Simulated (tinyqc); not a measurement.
Lifetime against injection: carrier lifetime from Shockley-Read-Hall, radiative, Auger and surface recombination. Computed by tinyqc, a small Python program. Command: `OMP_NUM_THREADS=1 python tinyqc.py 3015968 3015969 out.jsonl lifetime walk`. One thread of a shared host (Intel(R) Xeon(R) Processor @ 2.30GHz), about 0.03 s of CPU time with the checks.

Energies are counted from the top of the valence band. Boltzmann statistics, full ionisation, and equal excess densities of electrons and holes.

Inputs (values chosen for the exercise, with bands modelled on InP):
```
quantity                          value        unit
gap E_g                            1.37          eV
electron mass m_e                0.0798         m_0
valleys M_c                           1           -
hole mass m_h                     0.607         m_0
temperature T                       250           K
doping N                        2.6e+18       cm^-3
trap level E_t                    0.707          eV
trap density N_t                4.8e+12       cm^-3
electron cross-section sigma_n  6.5e-15        cm^2
hole cross-section sigma_p      2.4e-15        cm^2
radiative coefficient B         8.5e-11      cm^3/s
Auger coefficient C_n           9.7e-31      cm^6/s
Auger coefficient C_p           2.1e-30      cm^6/s
diffusion coefficient D             5.1      cm^2/s
surface velocity S                13000        cm/s
thickness W                         130  micrometre
```

Doping: n-type. Surface term: two equal surfaces.

Constants: m_0 = 9.1093837015e-31 kg; k_B = 1.380649e-23 J/K; h = 6.62607015e-34 J s; k_B = 8.617333262e-05 eV/K.

Method:
- N_c = 2 M_c (2 pi m_e k_B T/h^2)^(3/2) and N_v = 2 (2 pi m_h k_B T/h^2)^(3/2), masses in units of m_0.
- n_i = sqrt(N_c N_v) exp(-E_g/2 k_B T); majority density N/2 + sqrt(N^2/4 + n_i^2), minority density n_i^2 over it.
- v = sqrt(3 k_B T/m) with m_e or m_h; tau_n0 = 1/(sigma_n v_n N_t), tau_p0 = 1/(sigma_p v_p N_t); n1 = N_c exp(-(E_g - E_t)/k_B T), p1 = N_v exp(-E_t/k_B T).
- The slowest diffusion mode has x tan x = S W/(2 D) with 0 < x < pi/2 (bisection), and tau_s = W^2/(4 x^2 D). The common approximation is W/(2 S) + W^2/(pi^2 D).
- With n = n_0 + dn, p = p_0 + dn and U/dn = 1/tau: (n p - n_i^2)/dn = n_0 + p_0 + dn = s; 1/tau_SRH = s/[tau_p0 (n + n1) + tau_n0 (p + p1)]; 1/tau_rad = B s; 1/tau_Aug = (C_n n + C_p p) s; the rates add, with 1/tau_s.
- Rows stop below half the smaller effective density of states.

N_c = 4.30333e+17 cm^-3

N_v = 9.02783e+18 cm^-3

n_0 = 2.60e+18 cm^-3

p_0 = 3.60106e-10 cm^-3

tau_p0 = 6.34328e-06 s

n1 = 18548.7 cm^-3

tau_n0 = 8.49218e-07 s

p1 = 50476.6 cm^-3

tau_s = 3.77388e-06 s

Lifetimes (s):
```
dn (cm^-3)         SRH   radiative       Auger   effective  radiative efficiency  fastest channel
1.00e+10    6.3433e-06  4.5249e-09  1.5250e-07  4.3864e-09               0.96938        radiative
1.00e+11    6.3433e-06  4.5249e-09  1.5250e-07  4.3864e-09               0.96938        radiative
1.00e+12    6.3433e-06  4.5249e-09  1.5250e-07  4.3864e-09               0.96938        radiative
1.00e+13    6.3433e-06  4.5249e-09  1.5250e-07  4.3863e-09               0.96938        radiative
1.00e+14    6.3433e-06  4.5247e-09  1.5248e-07  4.3862e-09               0.96938        radiative
1.00e+15    6.3436e-06  4.5231e-09  1.5226e-07  4.3845e-09               0.96935        radiative
1.00e+16    6.3465e-06  4.5076e-09  1.5009e-07  4.3681e-09               0.96905        radiative
1.00e+17    6.3747e-06  4.3573e-09  1.3092e-07  4.2095e-09               0.96607        radiative
```

What follows from these numbers?

tau_SRH goes from 6.34e-6 s at low injection (the minority capture time, 6.34e-6 s) to 6.37e-6 s in the last row; at high injection it tends to tau_n0 + tau_p0 = 7.19e-6 s. Ruling channel by row: radiative from 1e10 cm^-3. Caution: the doping is near the effective density of states, where Boltzmann statistics fail and the gap narrows. Caution: the layer is thicker than two bulk diffusion lengths: adding 1/tau_s describes the late decay, and understates the surface loss in a steady state.
